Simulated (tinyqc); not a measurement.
Inside a calculation. Model: chemically amplified photoresist: aerial image, acid generation, bake, development and line width. Computed by tinyqc, a small Python program that keeps every step. Command: `OMP_NUM_THREADS=1 python tinyqc.py 3029553 3029554 out.jsonl resist walk`. One thread of a shared host (Intel(R) Xeon(R) Processor @ 2.30GHz), about 0.02 s of CPU time with the checks. Intermediate numbers are printed to about 7 digits and carried at full precision; extremes and crossings named in words are read from the listed rows.

Lines and spaces of pitch p with a two-beam-like image; x = 0 is the middle of the bright space. The resist is positive and treated as uniform in depth.

Inputs (values chosen for the exercise, for a model resist at 13.5 nm):

| quantity | value | unit |
|---|---|---|
| pitch p | 26 | nm |
| image contrast c | 0.47 | - |
| mean dose E | 5.18 | mJ/cm^2 |
| Dill parameter C | 0.024 | cm^2/mJ |
| quencher load q, relative to the acid generator | 0.083 | - |
| acid diffusivity D | 0.033 | nm^2/s |
| bake time t | 60 | s |
| amplification rate k_amp | 0.083 | 1/s |
| threshold protection m_th | 0.55 | - |
| development selectivity n | 5 | - |
| largest rate r_max | 620 | nm/s |
| smallest rate r_min | 0.05 | nm/s |
| resist thickness d | 29 | nm |
| development time t_d | 45 | s |
| photon energy | 91.84 | eV |
| absorption coefficient alpha | 3.3 | 1/um |

## Acid image and its blur

Dose E(x) = E [1 + c cos(2 pi x/p)]; acid h = 1 - exp(-C E(x)). Bake: the acid image is blurred by a Gaussian of variance sigma^2 = 2 D t (each Fourier term k of h, taken on 64 points, is multiplied by exp(-4 pi^2 k^2 D t/p^2)). Cosine coefficients: h(x) = sum_k h_k cos(2 pi k x/p).

diffusion length sigma = sqrt(2 D t) = 1.989975 nm

h_0 to h_4 before the bake: 0.1161489  0.0516217  -0.0007540  0.0000073  -0.0000001

h_0 to h_4 after the blur: 0.1161489  0.0459848  -0.0004748  0.0000026  0.0000000

blur factor of the first harmonic = 0.8908029

sigma/p = 0.077; the blur keeps 89 % of the modulation.

## From image to dissolution rate

The quencher then removes q, h_eff = max(h_blurred - q, 0); protection m = exp(-k_amp t h_eff). Mack rate r = r_max (a + 1)(1 - m)^n/(a + (1 - m)^n) + r_min, a = ((n + 1)/(n - 1))(1 - m_th)^n.

Across half a pitch:

| x/p | x (nm) | dose (mJ/cm^2) | blurred acid | protection m | rate (nm/s) |
|---|---|---|---|---|---|
| 0.00 | 0.0 | 7.614600 | 0.1616615 | 0.675884 | 7.296538e+01 |
| 0.05 | 1.3 | 7.495442 | 0.1595005 | 0.683197 | 6.591507e+01 |
| 0.10 | 2.6 | 7.149633 | 0.1532039 | 0.704959 | 4.766806e+01 |
| 0.15 | 3.9 | 6.611022 | 0.1433223 | 0.740518 | 2.602496e+01 |
| 0.20 | 5.2 | 5.932333 | 0.1307410 | 0.788400 | 9.667687e+00 |
| 0.25 | 6.5 | 5.180000 | 0.1166236 | 0.845823 | 2.049104e+00 |
| 0.30 | 7.8 | 4.427667 | 0.1023250 | 0.908247 | 1.996527e-01 |
| 0.35 | 9.1 | 3.748978 | 0.0892689 | 0.969263 | 5.063152e-02 |
| 0.40 | 10.4 | 3.210367 | 0.0788005 | 1.000000 | 5.000000e-02 |
| 0.45 | 11.7 | 2.864558 | 0.0720291 | 1.000000 | 5.000000e-02 |
| 0.50 | 13.0 | 2.745400 | 0.0696867 | 1.000000 | 5.000000e-02 |

The dose varies by a factor 2.77 across the pattern and the rate by 1460.

## Space width and dose latitude

Edge: vertical development clears the film where r t_d >= d; the space width is twice the x where r = d/t_d. Dose sensitivity = d ln(width)/d ln E from widths at 1.005 E and E/1.005; image log-slope at the edge = |d ln E/dx|, normalised by the width (NILS); latitude for 10 % of width = 10 %/sensitivity.

space width = 14.39594 nm

dose sensitivity = 1.290542

NILS = 1.749970

dose latitude = 7.748681 %

At the same width a resist without blur would give a sensitivity 2/NILS = 1.143; the blur multiplies it by 1.13. Caution: lateral development, standing waves and the joint diffusion of acid and quencher are left out, so widths are indicative.

## Photon statistics at the edge

The edge lies at x = width/2. Absorbed photons per volume N = E(edge) alpha/(photon energy), 1 mJ/cm^2 = 62.41509 eV/nm^2, alpha in 1/nm; a Gaussian blur averages over a volume V = (2 sqrt(pi) sigma)^3; relative noise 1/sqrt(N V); edge noise sigma_x = (dh/d ln E) noise/|dh/dx|, with both derivatives of the blurred acid at the edge.

absorbed photons N = 0.01070060 1/nm^3

photons in the blur volume = 3.756345

edge noise from photons = 4.792695 nm

Caution: with under about ten photons in the blur volume a Gaussian noise estimate is unreliable. Caution: the noise counts photons alone (acid and quencher statistics add to it) and takes the film as thicker than the blur; a thinner film averages in two dimensions only.

## Blur against noise

For each sigma the edge is held at x = p/4; N is taken at the mean dose; edge noise = (dh/d ln E)/(sqrt(N V) |dh/dx|), both derivatives taken of the blurred acid, V = (2 sqrt(pi) sigma)^3, N = E alpha/(photon energy), 1 mJ/cm^2 = 62.41509 eV/nm^2.

Trade-off:

| sigma/p | sigma (nm) | blur factor | photons in V | edge noise (nm) |
|---|---|---|---|---|
| 0.02 | 0.52 | 0.9921354 | 7.276562e-02 | 32.88337 |
| 0.04 | 1.04 | 0.9689108 | 5.821250e-01 | 11.89044 |
| 0.07 | 1.82 | 0.9078082 | 3.119826e+00 | 5.46686 |
| 0.10 | 2.60 | 0.8208687 | 9.095703e+00 | 3.53014 |
| 0.14 | 3.64 | 0.6791668 | 2.495861e+01 | 2.56747 |
| 0.18 | 4.68 | 0.5275296 | 5.304614e+01 | 2.26332 |
| 0.22 | 5.72 | 0.3846668 | 9.685104e+01 | 2.29544 |
| 0.27 | 7.02 | 0.2371676 | 1.790307e+02 | 2.73765 |
| 0.33 | 8.58 | 0.1165308 | 3.268723e+02 | 4.12335 |

The noise is least near sigma/p = 0.18 among these rows. More diffusion averages over more photons (noise falls as sigma^(-3/2)) until it erases the image slope (factor exp(-2 pi^2 sigma^2/p^2)); for a pure cosine the two balance at sigma/p = sqrt(3/8)/pi = 0.195. Caution: for a film thinner than the blur the noise falls as 1/sigma only, and the optimum moves to sigma/p = 1/(2 pi) = 0.159. Caution: rows with under about ten photons in V are beyond a Gaussian noise estimate.

Checks made by the program: sensitivity 2/NILS in the limit of no diffusion (relative difference 2e-06).
